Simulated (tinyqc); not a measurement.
Inside a calculation: interface roughness in a thin film (subband fluctuation and scattering). Values are carried at full precision from step to step, so a last printed digit may differ when a step is redone from the rounded ones.

Square well of width t, barriers V0, c = hbar^2/2m0: E1 solves k t + 2 atan[(k/mz)/(kappa/mb)] = pi, k = sqrt(mz E/c), kappa = sqrt(mb (V0 - E)/c). One interface is rough, so the subband edge fluctuates by G dt with G = |dE1/dt| (central difference of 0.01 angstrom; 2 E1/t for hard walls).

Constants: hbar^2/2m0 = 3.80998211 eV angstrom^2; e^2/(4 pi eps0) = 14.39964547 eV angstrom; hbar = 6.58211957e-16 eV s.

Parameters, chosen for this exercise (near those of a thin Si channel on (100), two-fold valleys; the results hold for these values, not for the real material): t = 24 angstrom (film thickness); mz = 0.905 m0 (confinement mass); V0 = 3.21 eV (barrier); mb = 0.53 m0 (barrier mass); D = 1.9 angstrom (rms height of the roughness); md = 0.187 m0 (mass in the plane); gv = 2 (valleys); Lc = 12 angstrom (correlation length); Ns = 2.3 x 1e12/cm^2 (sheet density); eps = 7.7 (mean dielectric constant at the channel); Lg = 120 angstrom (gate length); Wg = 1000 angstrom (gate width).

## Sensitivity of the level to thickness

Give E1, G, the hard-wall values and the rms fluctuation G D.

E1 = 62.60 meV
G = |dE1/dt| = 4.8556 meV/angstrom

hard walls: E1 (meV) and G (meV/angstrom): 72.136  6.011

G D = 9.23 meV

Hard walls overstate G by a factor 1.24, and the scattering rate, which goes as G^2, by 1.53.

## The angular integrand

Gaussian roughness spectrum S(q) = pi D^2 Lc^2 exp(-q^2 Lc^2/4). Degenerate gas, taken to fill one subband (the second starts to fill once c kF^2/md exceeds E2 - E1, which is not tested here): kF = sqrt(2 pi Ns/gv), q = 2 kF sin(theta/2), 1/tau = (md/(2 pi c hbar)) G^2 times the integral from 0 to pi of S(q)(1 - cos theta)/eps(q)^2 dtheta, eps(q) = 1 + qs/q with screening (qs = gv md q0/(c eps), q0 = e^2/(4 pi eps0), form factors left out, which overstates the screening; other scattering is left out too, so these values lie far above measured mobilities in all but the thinnest films) or 1 without; mobility = tau c2/md with c2 = e/m0 = 1.75882e15 cm^2/(V s^2); 1e12/cm^2 = 1e-4/angstrom^2.

kF, qs, and exp(-q^2 Lc^2/4)(1 - cos theta) without and with the factor 1/eps^2 at theta = 30, 60, ..., 180 degrees.

kF = 0.02688 1/angstrom
qs = 0.1836 1/angstrom

Integrand:

| theta | q (1/angstrom) | bare | eps(q) | screened |
|---|---|---|---|---|
| 30 | 0.0139 | 0.133 | 14.19 | 0.000660 |
| 60 | 0.0269 | 0.487 | 7.83 | 0.00795 |
| 90 | 0.0380 | 0.949 | 5.83 | 0.0279 |
| 120 | 0.0466 | 1.39 | 4.94 | 0.0568 |
| 150 | 0.0519 | 1.69 | 4.54 | 0.0823 |
| 180 | 0.0538 | 1.80 | 4.41 | 0.0925 |

kF Lc = 0.32: the roughness is short-ranged for these electrons, and back-scattering dominates.

## Scattering time and mobility

Integrate over theta.

Results:

| case | integral | tau (fs) | mobility (cm^2/(V s)) |
|---|---|---|---|
| bare | 2.907 | 752.9 | 7081 |
| screened | 0.1162 | 1.883e+04 | 1.771e+05 |

Screening raises the mobility by a factor 25.0. With it kF l = 843, so by this rate the carriers are far from localisation. G D = 9.2 meV is more than half of EF - E1 = 14.7 meV, though, which makes the Born rate doubtful.

## Threshold variation

Averaged over an area A = Lg Wg much larger than Lc^2, the thickness varies by D sqrt(pi Lc^2/A), so sigma(Vt) = G D Lc sqrt(pi/A)/e; the Pelgrom coefficient is sigma sqrt(A) (1 micrometre = 1e4 angstrom).

rms of the mean thickness = 0.117 angstrom
sigma(Vt) = 0.566 mV
coefficient = 0.0196 mV micrometre

The electrostatic effect of the thickness is left out.

## Checks

- G from the envelope at the wall, psi(t/2)^2 (E1 + c mz (kappa/mb)^2), against the difference quotient, meV/angstrom: both 4.856.
- Bare integral for Lc -> 0 against pi: both 3.1416.

Program tinyqc; command `OMP_NUM_THREADS=1 python tinyqc.py 1250080 1250081 out.jsonl`; about 0.01 s on one thread of a shared Intel(R) Xeon(R) Processor @ 2.30GHz.
